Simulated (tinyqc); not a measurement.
Inside a calculation. Model: Bloch-Grueneisen resistivity of a metal. Computed by tinyqc, a small Python program that keeps every step. Command: `OMP_NUM_THREADS=1 python tinyqc.py 3030798 3030799 out.jsonl bg walk`. One thread of a shared host (Intel(R) Xeon(R) Processor @ 2.30GHz), about 0.01 s of CPU time with the checks. Intermediate numbers are printed to about 6 digits and carried at full precision; extremes and crossings named in words are read from the listed rows.

Electrons scatter from a Debye spectrum of phonons (n = 5 for scattering within one band, n = 3 for scattering into a second, heavy band) and from static defects.

Inputs (values chosen for the exercise, modelled on cobalt):
```
quantity                      value            unit
exponent n                        5               -
Debye temperature Theta         388               K
transport coupling lambda_tr   0.22               -
Drude plasma energy hbar w_p    6.5              eV
residual resistivity rho_0     0.43     microohm cm
temperature T                    77               K
coefficient A of T^2            9.4  picoohm cm/K^2
```

Addition: T^2 term.

Constants: k_B = 1.380649e-23 J/K; hbar = 1.054571817e-34 J s; eps_0 = 8.8541878128e-12 F/m; hbar = 6.582119569e-16 eV s; k_B = 8.617333262e-05 eV/K.

## Scale of the phonon resistivity

rho_ph = (n - 1) rho_1 (T/Theta)^n J_n(Theta/T), with rho_1 = 2 pi lambda_tr k_B Theta/(hbar eps_0 w_p^2), the high-temperature line at T = Theta.

rho_1 = 8.13200 microohm cm

## The integral and the phonon part

J_n(y) = int_0^y x^n e^x/(e^x - 1)^2 dx, by 96 Gauss-Legendre points (upper limit at most 60).

Theta/T = 5.03896

J_n = 51.0944

phonon resistivity rho_ph = 0.511594 microohm cm

This is 31.7 % of the straight line rho_1 T/Theta.

## Total resistivity and derived numbers

rho = rho_0 + A T^2 + rho_ph. Temperature coefficient (1/rho) d rho/dT by a central difference of +/- 0.5 K; residual ratio rho(295 K)/rho(4.2 K); scattering time tau = 1/(eps_0 w_p^2 rho); Wiedemann-Franz kappa = L_0 T/rho, L_0 = (pi^2/3)(k_B/e)^2.

resistivity rho = 0.997327 microohm cm

temperature coefficient = 20.7478 1e-3/K

residual resistance ratio = 15.9780

scattering time = 116.123 fs

Wiedemann-Franz conductivity = 188.616 W/(m K)

The coefficient is 1.60 times 1/T; the temperature-independent part dilutes it. Caution: below about Theta/2 small-angle phonon scattering degrades heat flow more than charge flow, so a thermal conductivity taken from rho by the Wiedemann-Franz law would be too high.

## Limits of the phonon part

Low T: (n - 1) n! zeta(n) rho_1 (T/Theta)^n. High T: rho_1 (T/Theta) [1 - (n - 1)/(12 (n + 1)) (Theta/T)^2].

Resistivities (microohm cm):
```
T (K)       rho_ph    low-T law  straight line  line with correction  total rho
12     1.14534e-04  1.14534e-04         0.2515                     -     0.4315
19     1.13966e-03  1.13972e-03         0.3982                     -     0.4345
31     1.29912e-02  1.31776e-02         0.6497                     -     0.4520
47     8.83614e-02  1.05564e-01         0.9851                     -     0.5391
78     5.30965e-01  1.32893e+00         1.6348                     -     1.0182
140    1.97107e+00  2.47553e+01         2.9342                1.6822     2.5853
190    3.18684e+00  1.13972e+02         3.9822                3.0596     3.9562
310    5.96341e+00  1.31776e+03         6.4972                5.9318     7.2967
470    9.48699e+00  1.05564e+04         9.8506                9.4777    11.9935
780    1.61252e+01  1.32893e+05        16.3478               16.1231    22.2741
```

The low-T law holds to 10 % up to 31 K, the straight line from 310 K on. The local exponent of rho_ph falls from 5.00 to 1.05. Phonons overtake the residual resistivity between 47.0 and 78.0 K. The T^2 term exceeds rho_ph up to 19 K among these rows.

Checks made by the program: J_n at large argument against n! zeta(n) (relative difference below 1e-10).
